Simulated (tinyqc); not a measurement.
Channel length: inversion-layer mobility, back-scattering and ballistic limit of a field-effect transistor. Computed by tinyqc, a small Python program. Command: `OMP_NUM_THREADS=1 python tinyqc.py 3026394 3026395 out.jsonl mos walk`. One thread of a shared host (Intel(R) Xeon(R) Processor @ 2.30GHz), about 0.01 s of CPU time with the checks.

The charge at the top of the source barrier is fixed by the gate; series resistance and short-channel effects are left out. F_j are Fermi integrals normalised to exp(eta) in the classical limit.

Inputs (values chosen for the exercise, modelled on a 4H-SiC n-channel): transport mass m = 0.3 m_0; valley degeneracy g_v = 3; weight w of the inversion charge = 0.5; permittivity eps = 9.7; phonon mobility at 1 MV/cm and 300 K, mu_ph = 85 cm^2/(V s); roughness mobility at 1 MV/cm, mu_sr = 67 cm^2/(V s); Coulomb mobility at N_inv = 1e12/cm^2, mu_C = 36 cm^2/(V s); electrical oxide thickness t_inv = 3.2 nm; depletion charge N_dep = 1.4e+12 1/cm^2; gate overdrive V_G - V_T = 0.93 V; drain voltage V_D = 0.67 V; exponent a of the critical length = 0.73; temperature T = 300 K.

Statistics at the top of the barrier: Fermi-Dirac.

Constants: eps_0 = 8.8541878128e-12 F/m; e = 1.602176634e-19 C; m_0 = 9.1093837015e-31 kg; k_B = 1.380649e-23 J/K; hbar = 1.054571817e-34 J s; k_B = 8.617333262e-05 eV/K.

Method:
- N_inv = 3.9 eps_0 (V_G - V_T)/(e t_inv); effective field E_eff = e (N_dep + w N_inv)/(eps eps_0).
- mu_phonon = mu_ph (E_eff/1 MV/cm)^(-0.3) (T/300 K)^(-1.75); mu_rough = mu_sr (E_eff/1 MV/cm)^(-2); mu_Coulomb = mu_C (N_inv/1e12 cm^-2) (T/300 K); Matthiessen's rule adds 1/mu.
- F_j(eta) = (1/Gamma(j + 1)) int_0^infinity x^j/(1 + exp(x - eta)) dx, F_0 = ln(1 + exp(eta)). Integrals over x = E/(k_B T) use 160 Gauss-Legendre points in u = sqrt(x) from 0 to sqrt(max(eta, 0) + 32).
- Ballistic channel: N_2D = g_v m k_B T/(pi hbar^2), U = e V_D/(k_B T); eta_F solves N_inv = (N_2D/2)[F_0(eta_F) + F_0(eta_F - U)]; v_T = sqrt(2 k_B T/(pi m)); I/W = e (N_2D/2) v_T [F_1/2(eta_F) - F_1/2(eta_F - U)]; injection velocity v_T F_1/2(eta_F)/F_0(eta_F).
- Mean free path lambda = (2 k_B T/e)(mu/v_T) F_0(eta_0)/F_-1/2(eta_0), with eta_0 from N_inv = N_2D F_0(eta_0); critical length l = L (1 + U)^(-a), an empirical rule; back-scattering r = l/(l + lambda). Then eta solves N_inv = (N_2D/2)[(1 + r) F_0(eta) + (1 - r) F_0(eta - U)] and I/W = e (N_2D/2) v_T (1 - r)[F_1/2(eta) - F_1/2(eta - U)].
- The last column is the long-channel law e N_inv mu V/L with V = V_D - V_D^2/(2 V_ov) below pinch-off and V_ov/2 above, V_ov = V_G - V_T.

inversion density N_inv = 6.26377e+12 1/cm^2

effective mobility mu = 38.0389 cm^2/(V s)

ballistic current I/W = 1179.00 microampere/micrometre

Currents (microampere/micrometre):
```
L (nm)        r     I/W  ballistic ratio  long-channel law
5       0.16581  823.49          0.69847            3272.8
10      0.28445  632.43          0.53641            1636.4
20      0.44292  431.82          0.36626             818.2
40      0.61392  264.13          0.22403             409.1
80      0.76078  148.64          0.12607             204.5
160     0.86414   79.29          0.06725             102.3
400     0.94083   33.04          0.02802              40.9
1000    0.97546   13.44          0.01140              16.4
```

The current scales as L^-0.98 at the long end and as L^-0.38 at the short end, where it reaches 70 % of the ballistic 1180. The long-channel law passes the ballistic limit between 10.0 and 20.0 nm and has no meaning below. At 1000 nm the model gives 0.82 times the long-channel law; the rule for l is a fit for short devices and fails wherever the model exceeds that law. Raising mu by 10 % at 20 nm raises I by 6.1 %.

Extremes, crossings and ranges named in words are read from the listed rows.
